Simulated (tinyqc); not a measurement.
# Charge pumping in an n-channel transistor, step by step

tinyqc, about 0.01 s, one thread, Intel Xeon 2.30GHz (shared host): `OMP_NUM_THREADS=1 python tinyqc.py 2030119 2030120 out.jsonl` Printed values are rounded.

The gate is pulsed from accumulation to inversion and back. Energies E are counted from the intrinsic level; Dit(E) = D0 [1 + b (2 E/Eg)^2]. During each edge the traps near the bands emit their carriers, and those between Eh and Ee recombine once a cycle.

Parameters, values chosen for the exercise; band and dielectric values close to those of germanium: temperature T = 250 K; band gap Eg = 0.654 eV; conduction-band density of states at 250 K Nc = 7.76e18 cm^-3; valence-band density of states at 250 K Nv = 4.53e18 cm^-3; gate area A = 2.6 um^2; trap density at midgap D0 = 3.7e10 cm^-2 eV^-1; rise of the trap density towards the band edges b = 0; cross-section for electrons sn = 1.1e-15 cm^2; cross-section for holes sp = 1e-16 cm^2; thermal velocity at 250 K, one nominal value for electrons and holes vth = 1.7e7 cm/s; Vth - Vfb dV = 0.7 V; pulse height Va = 2 V; frequency f = 1.1e6 Hz; rise time tr = 15 ns; fall time tf = 74 ns.

Constants: q = 1.602176634e-19 C, kB = 1.380649e-23 J/K, Vt = kB T/q. Results are converted to the units shown.

Range of the model: The Fermi levels of inversion and accumulation are taken to lie beyond Ee and Eh, the flat tops to fill all traps, and no geometric current is added.

## Emission levels

ni = sqrt(Nc Nv) exp(-Eg/(2 Vt)), Eg in volts; emission times te = (dV/Va) tf and th = (dV/Va) tr; Ee = -Vt ln(vth sn ni te), Eh = +Vt ln(vth sp ni th).

ni = 1.516876e12 cm^-3
te = 25.9 ns
th = 5.25 ns
Ee = 0.1554587 eV
Eh = -0.2415008 eV

The window covers 60.7 % of the gap.

## Pumped charge and current

Nit = integral of Dit from Eh to Ee = D0 [Ee - Eh + 4 b (Ee^3 - Eh^3)/(3 Eg^2)], Qcp = q A Nit, Icp = f Qcp.

Nit = 1.468750e10 cm^-2
mean Dit = 3.7e10 cm^-2 eV^-1
traps pumped a cycle = 381.8750
Icp = 67.30143 pA
